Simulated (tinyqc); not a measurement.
Interband optics of a two-band s-p chain from momentum matrix elements, step by step. Values are carried at full precision from step to step, so a last printed digit may differ when a step is redone from the rounded ones.

H(k) = [[Es - 2 ts cos ka, 2i V sin ka], [-2i V sin ka, Ep_ + 2 tp cos ka]] in the basis s, p; the lower band is full, with two electrons a cell. The velocity operator times hbar is W = dH/dk (eV angstrom); intra-atomic dipoles are left out.

Constants: hbar^2/2m0 = 3.80998211 eV angstrom^2; e^2/(4 pi eps0) = 14.39964547 eV angstrom.

Values chosen for the exercise:

| symbol | value | unit | meaning |
|---|---|---|---|
| a | 2.45 | angstrom | period |
| Es | 1.53 | eV | upper orbital (s) |
| Ep_ | -3.93 | eV | lower orbital (p) |
| ts | 0.29 | eV | s-s hopping |
| tp | 0.49 | eV | p-p hopping |
| V | 0.57 | eV | s-p hopping |
| k | 0.34 | 2 pi/a | wave vector |
| N | 12 |  | k points |
| Ar | 10.1 | angstrom^2 | cross-section per chain |
| eta | 0.3 | eV | Lorentzian half width |
| E | 2.39 | eV | photon energy |

## Hamiltonian and velocity at one k

Form H and W = dH/dk.

H (eV):
```
          s        p
s    1.8408  0.9625i
p  -0.9625i  -4.4551
```

W (eV angstrom):
```
         s         p
s   1.1998  -1.4966i
p  1.4966i   -2.0272
```

## Matrix element between the bands

Diagonalise H, transform W, and form w = |W_cv|^2, the Kane-type energy w/c and the oscillator strength f = w/(c D), c = hbar^2/2m0, D = Ec - Ev.

Ev, Ec (eV): -4.5990  1.9846

weights:
```
        v       c
s  0.0219  0.9781
p  0.9781  0.0219
```

slopes dEv/dk, dEc/dk (eV angstrom): -1.519  0.692

w = 3.621 eV^2 angstrom^2
w/c = 0.950 eV
f = 0.144

## Transitions on the mesh

At each k_j = (j + 1/2)/N (2 pi/a) up to the zone edge give D = Ec - Ev, w = |<c|W|v>|^2 and f = w/(c D), c = hbar^2/2m0; the other half of the zone repeats the values.

Transitions:

| k (2 pi/a) | D (eV) | w (eV^2 angstrom^2) | f |
|---|---|---|---|
| 0.0417 | 3.9970 | 6.735 | 0.442 |
| 0.1250 | 4.6456 | 1.913 | 0.108 |
| 0.2083 | 5.5150 | 0.006 | 0.000 |
| 0.2917 | 6.2637 | 1.758 | 0.074 |
| 0.3750 | 6.7582 | 5.019 | 0.195 |
| 0.4583 | 6.9918 | 7.453 | 0.280 |

D runs from 3.997 to 6.992 eV on the mesh; f is largest at k = 0.0417.

## Dielectric function from the table

With w(k) = |<c|W|v>|^2 and D(k) = Ec - Ev, on the mesh k_j = (j + 1/2)/N (2 pi/a): eps(E) = 1 + (8 pi e2/(a Ar)) mean_j (w/D^2) [1/(D - E - i eta) + 1/(D + E + i eta)], e2 = e^2/(4 pi eps0); light polarised along the chains, no local fields.

Take the mean over the rows. Also eps(0) at eta = 0, and the effective electrons per cell n_eff = 2 mean(f).

eps(E) = 2.154+0.128i
eps(0) = 1.828
n_eff = 0.366

On a mesh of 2000 points the values are 2.155+0.129i, 1.828 and 0.366. n_eff need not equal the 2 electrons of the cell: a two-orbital basis with chosen hoppings does not obey the sum rule of free electrons.

## Checks

- Curvature of the lower band against <v|d2H/dk2|v> - 2 w/D (eV angstrom^2): both 3.632.
- Zone mean of 2 w/D against the zone mean of <v|d2H/dk2|v>, the f-sum rule of a full band (eV angstrom^2): both 1.3958.

(tinyqc, `OMP_NUM_THREADS=1 python tinyqc.py 1651098 1651099 out.jsonl`, Intel(R) Xeon(R) Processor @ 2.30GHz, 1 thread, shared host, about 0.01 s.)
